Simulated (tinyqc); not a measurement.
Worked calculation: extended Hueckel theory, for H4. One step of it, computed by the program tinyqc.

Problem. Orbitals. Solve H C = S C e through S^(-1/2); fill by pairs from the bottom, a degenerate level sharing its electrons equally; each orbital has its largest coefficient positive (the first on a tie).

H (eV):
```
            1H 1s       2H 1s       3H 1s       4H 1s
1H 1s  -13.600000  -18.035060  -14.918237  -10.912397
2H 1s  -18.035060  -13.600000  -10.912397  -14.918237
3H 1s  -14.918237  -10.912397  -13.600000  -18.035060
4H 1s  -10.912397  -14.918237  -18.035060  -13.600000
```

overlap S:
```
          1H 1s     2H 1s     3H 1s     4H 1s
1H 1s  1.000000  0.663054  0.548465  0.401191
2H 1s  0.663054  1.000000  0.401191  0.548465
3H 1s  0.548465  0.401191  1.000000  0.663054
4H 1s  0.401191  0.548465  0.663054  1.000000
```

valence electrons = 4

Give: orbital energies; occupations; coefficients; sum of one-electron energies.

Solution.

orbital energies (eV): -21.9947  -8.1363  0.8864  44.5024

occupations: 2.0000  2.0000  0.0000  0.0000

coefficients:
```
          MO1      MO2      MO3      MO4
1H 1s  0.3093   0.5920   0.7185   1.1481
2H 1s  0.3093   0.5920  -0.7185  -1.1481
3H 1s  0.3093  -0.5920   0.7185  -1.1481
4H 1s  0.3093  -0.5920  -0.7185   1.1481
```

sum of one-electron energies = -60.2620 eV
